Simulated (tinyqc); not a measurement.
IGBT as a p-i-n diode in series with a MOS channel, on-state and switching loss: one step of the calculation.

High injection (n = p) in a drift layer from x = -W/2 (anode) to +W/2 (cathode side), recombination only in the layer with lifetime tau, ideal emitters. The channel feeds the cathode side and carries the whole current. Auger recombination, carrier-carrier scattering, emitter losses and the carrier dip under the p body are left out.

Question. Stored charge, losses and the unipolar alternative. Stored charge tau J, turn-off energy Eoff = ks tau J Vdc, loss at half duty 0.5 J Von + f Eoff. A unipolar device on the same layer has Vu = J (W/(q mn Nd) + Rch).

Values chosen for this exercise; material values close to those of silicon: electron mobility mn = 743 cm^2/(V s); width of the drift layer W = 110 um; doping of the drift layer Nd = 7.2e13 cm^-3; high-injection lifetime tau = 0.74 us; current density J = 30 A/cm^2; channel and accumulation resistance Rch = 1.1 mohm cm^2; link voltage Vdc = 600 V; turn-off energy per stored charge and link voltage ks = 0.12; switching frequency f = 2 kHz.

Constants: q = 1.602176634e-19 C. Results are converted to the units shown.

Von = 0.85637613 V

Find: stored charge; Eoff; conduction loss; switching loss; Vu.

Answer.

stored charge = 22.20 uC/cm^2
Eoff = 1.598 mJ/cm^2
conduction loss = 12.85 W/cm^2
switching loss = 3.197 W/cm^2
Vu = 38.53 V

Both losses would be equal at f = 8.04 kHz.

Program tinyqc, `OMP_NUM_THREADS=1 python tinyqc.py 2590119 2590120 out.jsonl`; Intel Xeon 2.30GHz, shared host, one thread, about 0.01 s.
